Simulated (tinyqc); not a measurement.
# Carrier density from the ballistic resistance

Problem. A wide ballistic two-dimensional channel with gv valleys has G/W = (2 q^2/h) gv kF/pi and n = gv kF^2/(2 pi). Find kF, n and the Fermi energy C kF^2/m, C = hbar^2/(2 m0).

Values chosen for this exercise:
```
symbol  value  unit  meaning
m       0.022    m0     mass
gv          2        valleys
```

Constants: q = 1.602176634e-19 C, hbar = 1.054571817e-34 J s, h = 6.62607015e-34 J s, m0 = 9.1093837015e-31 kg, hbar^2/(2 m0) = 0.0380998212 eV nm^2. Results are converted to the units shown.

R W = 83.536286 ohm um

Answer. kF = pi h/(2 q^2 gv R W).

kF = 0.2427 1/nm
n = 1.875e12 cm^-2
Ef = 0.1020 eV

Computed by the program tinyqc: `OMP_NUM_THREADS=1 python tinyqc.py 2740119 2740120 out.jsonl`, one thread of a shared Intel Xeon 2.30GHz, about 0.07 s for the whole run.
